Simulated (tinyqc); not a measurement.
Inside a calculation: Kronig-Penney superlattice by transfer matrices. Values are carried at full precision from step to step, so a last printed digit may differ when a step is redone from the rounded ones.

Wells (width a, potential 0, mass mw) alternate with barriers (width b, height V0, mass mb); period d = a + b; c = hbar^2/2m0. The vector (psi, psi'/m) is continuous, and a layer of thickness t carries it by M = [[cos kt, (m/k) sin kt], [-(k/m) sin kt, cos kt]] with k = sqrt(m (E - V)/c); for E < V, k = i kappa gives [[cosh, (m/kappa) sinh], [(kappa/m) sinh, cosh]] of kappa t. A Bloch state obeys cos(q d) = tr(Mb Mw)/2.

Constants: hbar^2/2m0 = 3.80998211 eV angstrom^2; hbar = 6.58211957e-16 eV s.

Inputs chosen for the exercise (near those of an InGaAs superlattice with barriers of InAlAs; shifted at random, so the results belong to these values and not to a real crystal): a = 74 angstrom (well width); b = 30 angstrom (barrier width); V0 = 0.551 eV (barrier height); mw = 0.0403 m0 (mass in the wells); mb = 0.0714 m0 (mass in the barriers); E = 0.0759 eV (trial energy); F = 5 kV/cm (field along the axis).

## Layer matrices at one energy

Form the matrix of the well and of the barrier at E.

k in the well = 0.02833 1/angstrom
kappa in the barrier = 0.09436 1/angstrom

Mw (angstrom units):
```
          1         2
1  -0.50203    1.2301
2  -0.60806  -0.50203
```

Mb (angstrom units):
```
        1       2
1  8.5086  6.3937
2  11.167  8.5086
```

## The matrix of one period

Multiply M = Mb Mw and take half the trace. If its size is at most 1, E lies in a miniband and q d = arccos(tr M/2); otherwise the state decays by exp(-arccosh|tr M/2|) a period.

M:
```
         1       2
1  -8.1593  7.2564
2  -10.780  9.4643
```

tr M/2 = 0.6525
q d in a band, or the decay exponent in a gap = 0.860

E lies in a miniband; det M = 1.0000, as for any such product.

## Miniband edges

The edges are the energies where tr M/2 = +1 (q = 0) or -1 (q = pi/d); the first three minibands.

Minibands:
```
band  bottom (eV)  top (eV)  width (meV)
1          0.0743    0.0844         10.2
2          0.2954    0.3465         51.0
3          0.6192    0.7957        176.5
```

2 minibands of these lie wholly below V0. The first gap is 211.0 meV wide; the single well of width a has E1 = 0.0793 eV, inside the first miniband.

## Dispersion along the axis

Solve tr M/2 = cos(q d) inside each miniband at q d/pi = 0, 1/6, ..., 1. The cosine form is E_bottom + (W/2)(1 - cos q d) with the true width W.

Energies (eV):
```
q d/pi  band 1  cosine form  band 2
0.000   0.0743       0.0743  0.3465
0.167   0.0749       0.0750  0.3423
0.333   0.0766       0.0768  0.3318
0.500   0.0791       0.0794  0.3187
0.667   0.0817       0.0819  0.3067
0.833   0.0837       0.0838  0.2984
1.000   0.0844       0.0844  0.2954
```

The cosine form, which holds for hopping between neighbouring wells alone, misses band 1 by at most 0.3 meV, 3 % of its width.

## Mass along the axis

With f(E) = tr M/2, 1 - (q d)^2/2 = 1 + f'(E_bottom)(E - E_bottom) gives m_z = -2 c f'/d^2 (f' by a central difference of 1e-6 eV at the bottom of band 1). The cosine form gives 4 c/(W d^2), W the width of band 1 between tr M/2 = +1 and -1.

f' = -217.4 1/eV
m_z = 0.1532 m0
m_z of the cosine form = 0.1386 m0
W = 10.17 meV

The mass along the axis is 3.80 times mw.

## In a field along the axis

One-band picture: ladder spacing e F d, Bloch frequency e F d/(2 pi hbar), and extent W/(e F) of a Stark state, with W the width of band 1; 1 kV/cm = 1e-5 V/angstrom.

e F d = 5.200 meV
Bloch frequency = 1.257 THz
W/(e F d) = 1.96 periods

The state spreads over about 2 periods.

## Checks

- Bottom of band 1 from 121 plane waves (the mass step taken by inverting the matrix of m) against the transfer matrix, eV: both 0.0743.

tinyqc: `OMP_NUM_THREADS=1 python tinyqc.py 1282769 1282770 out.jsonl`; about 0.05 s, one thread, shared Intel(R) Xeon(R) Processor @ 2.30GHz.
